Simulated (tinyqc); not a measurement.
Comparisons within one model: Gamma, L and X subbands of a thin body with non-parabolic valleys. A value that a table varies takes the place of the one given here.

Hard walls, flat band, c = hbar^2/2m0, energies from the bulk Gamma edge. For a valley at angle theta to the normal 1/m_z = cos^2/ml + sin^2/mt and m_d = sqrt(ml mt^2/m_z). Subband n starts at E_v + e with e (1 + a e) = c (n pi/t)^2/m_z, and its density-of-states mass is taken as m_d (1 + 2 a e), without further growth at higher in-plane energy. Groups are named by valley and degeneracy.

n_i = g m/(2 pi c) kB T ln(1 + exp((EF - E_i)/kB T)), sum n_i = Ns (1e12/cm^2 = 1e-4/angstrom^2), c = hbar^2/2m0. Quantum capacitance Cq = 1602.176634 sum g m/(2 pi c) f_i in microfarad/cm^2 with f_i = 1/(1 + exp((E_i - EF)/kB T)); Cox = 34.5313/eot (one gate); C/Cox = Cq/(Cq + Cox), the centroid term left out.

Constants: hbar^2/2m0 = 3.80998211 eV angstrom^2; kB = 8.617333262e-05 eV/K.

Values chosen for the exercise (near those of a thin InAs channel; shifted at random, so the results belong to these values and not to a real crystal):

| symbol | value | unit | meaning |
|---|---|---|---|
| face | 111 |  | surface |
| mG | 0.0259 | m0 | Gamma mass |
| aG | 2.28 | 1/eV | Gamma non-parabolicity |
| EL | 0.726 | eV | L edge above Gamma |
| mL | (0.663, 0.051) | m0 | L valleys (four, along <111>): ml, mt |
| EX | 1.018 | eV | X edge above Gamma |
| mX | (1.098, 0.159) | m0 | X valleys (three, along <100>): ml, mt |
| aS | 0.3 | 1/eV | non-parabolicity of L and X |
| Ns | 2.5 | x 1e12/cm^2 | sheet density |
| T | 300 | K | temperature |
| eot | 8 | angstrom | equivalent oxide thickness |
| ts | (18, 24, 30, 40, 55, 75, 110) | angstrom | thicknesses |
| t | 58 | angstrom | body thickness |
| Nl | (0.5, 1, 2, 4, 7, 11, 16) | x 1e12/cm^2 | sheet densities |

## Thinning the body

Lowest edge of each valley type, the lowest group, the Gamma share and C/Cox, with n = 1 to 8 of all groups.

Results:

| t (angstrom) | Gamma (eV) | L (eV) | X (eV) | lowest | Gamma share (%) | C/Cox |
|---|---|---|---|---|---|---|
| 18 | 1.200 | 0.893 | 1.477 | L1 | 0.0 | 0.461 |
| 24 | 0.855 | 0.822 | 1.289 | L1 | 54.4 | 0.662 |
| 30 | 0.650 | 0.788 | 1.196 | G1 | 99.1 | 0.592 |
| 40 | 0.449 | 0.761 | 1.121 | G1 | 100.0 | 0.537 |
| 55 | 0.289 | 0.745 | 1.073 | G1 | 100.0 | 0.477 |
| 75 | 0.182 | 0.736 | 1.048 | G1 | 100.0 | 0.422 |
| 110 | 0.098 | 0.731 | 1.032 | G1 | 100.0 | 0.427 |

What can be read from the table?

From 110 down to 18 angstrom Gamma rises by 1.10 eV, L by 0.16 and X by 0.44 eV, the light Gamma mass moving most. The lowest group changes from G1 to L1 between 30 and 24 angstrom. The Gamma share goes from 100 % to 0 %. C/Cox is 0.43 and 0.46 at the ends and lies between 0.42 and 0.66. Hard walls overstate the rise in the thinnest rows.

## Raising the sheet density

Fixed thickness, n = 1 to 8 of all groups; the gate overdrive above the lowest edge is (EF - E_lowest)/e + 0.1602177 Ns/Cox in volts.

Results:

| Ns (1e12/cm^2) | EF - lowest (eV) | Gamma share (%) | Cq | C/Cox | overdrive (V) |
|---|---|---|---|---|---|
| 0.5 | 0.005 | 100.0 | 2.13 | 0.330 | 0.024 |
| 1.0 | 0.036 | 100.0 | 3.08 | 0.416 | 0.073 |
| 2.0 | 0.082 | 100.0 | 3.70 | 0.461 | 0.156 |
| 4.0 | 0.166 | 100.0 | 3.85 | 0.471 | 0.315 |
| 7.0 | 0.291 | 100.0 | 3.92 | 0.476 | 0.551 |
| 11.0 | 0.416 | 99.4 | 8.19 | 0.655 | 0.824 |
| 16.0 | 0.489 | 95.6 | 13.66 | 0.760 | 1.083 |

What does this show?

The lowest subband is G1 n=1. At the highest density band filling takes 0.489 V of the 1.083 V overdrive. Cq grows from 2.1 to 13.7 microfarad/cm^2 while EF moves from +0.005 to +0.489 eV against the lowest edge; the Gamma share stays within 96 to 100 %.

## What each parameter does

n = 1 to 8 of all groups. Each row changes one parameter from the base and keeps the others.

Results:

| case | lowest edge (eV) | EF (eV) | Gamma share (%) | C/Cox |
|---|---|---|---|---|
| base | 0.268 | 0.371 | 100.0 | 0.467 |
| t = 52 angstrom | 0.313 | 0.408 | 100.0 | 0.487 |
| mG = 0.0298 m0 | 0.242 | 0.337 | 100.0 | 0.486 |
| aG = 1.6 1/eV | 0.294 | 0.413 | 100.0 | 0.435 |
| EL = 0.676 eV | 0.268 | 0.371 | 100.0 | 0.467 |
| Ns = 3.75 x 1e12/cm^2 | 0.268 | 0.424 | 100.0 | 0.471 |
| eot = 6 angstrom | 0.268 | 0.371 | 100.0 | 0.397 |
| T = 250 K | 0.268 | 0.372 | 100.0 | 0.470 |

What can be read from the table?

The largest shifts from the base row, up to three for each result and ties (the steps differ in size, so this ranks the rows, not the parameters). lowest edge (eV): t +0.045, mG -0.026, aG +0.026; unchanged at the printed digits by EL, Ns, eot and T. EF (eV): Ns +0.052, aG +0.041, t +0.036; unchanged at the printed digits by EL and eot. Gamma share (%): unchanged at the printed digits by t, mG, aG, EL, Ns, eot and T. C/Cox: eot -0.070, aG -0.032, t +0.020; unchanged at the printed digits by EL.

(tinyqc, `OMP_NUM_THREADS=1 python tinyqc.py 1252752 1252753 out.jsonl`, Intel(R) Xeon(R) Processor @ 2.30GHz, 1 thread, shared host, about 0.03 s.)
